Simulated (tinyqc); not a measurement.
What each change does: conductance of a narrow metal strip with scatterers (square lattice, Green functions).

A strip of W sites across with hard walls, site energy 0 and hopping -t. Mode n = 1 to W has profile chi_n(j) = sqrt(2/(W + 1)) sin(n j pi/(W + 1)) and energy en = -2t cos(n pi/(W + 1)); E = en - 2t cos(kn a). With z_n = exp(i kn a) (Im k > 0 for closed modes, |z| < 1) each lead gives the self-energy -t z_n in mode n. One column carries the site energies v, here a uniform barrier across the strip, as of a grain boundary. In the mode basis V_nm = sum_j chi_n(j) v_j chi_m(j), G = (E - en + 2 t z_n - V)^-1, and t_nm = 2t sqrt(sin(kn a) sin(km a)) G_nm in size for open modes. T = sum |t_nm|^2, conductance (2e^2/h) T.

Constants: e^2/h = 3.874045865e-05 S.

Parameters, chosen for this exercise (hopping and spacing of the size met in Cu or Al; the lattice is a model; the results hold for these values, not for the real material):
- t = 1.79 eV (hopping)
- W = 3 (sites across)
- E = -1.95 eV (Fermi energy)
- v = (2.6, 2.6, 2.6) eV (site energies in the scattering column)

Open modes M, T and the added resistance (1/T - 1/M)/(2 e^2/h).

One parameter was then changed.

Results before and after:
```
case     M       T  added resistance (ohm)
base     2  1.2201                    4125
changed  2  1.2629                    3766
```

Which of these changes was made? (a) t = 1.862 eV; (b) E = -1.81 eV; (c) v = (3.38, 3.38, 3.38) eV.
Answer: (a) t = 1.862 eV. Of the candidates, run in turn, only this one gives the changed row.

All candidates:
```
case                       M       T  added resistance (ohm)
base                       2  1.2201                    4125
t = 1.862 eV               2  1.2629                    3766
E = -1.81 eV               2  1.2305                    4035
v = (3.38, 3.38, 3.38) eV  2  0.9631                    6948
```

Program tinyqc; command `OMP_NUM_THREADS=1 python tinyqc.py 1480593 1480594 out.jsonl`; about 0.01 s on one thread of a shared Intel(R) Xeon(R) Processor @ 2.30GHz.
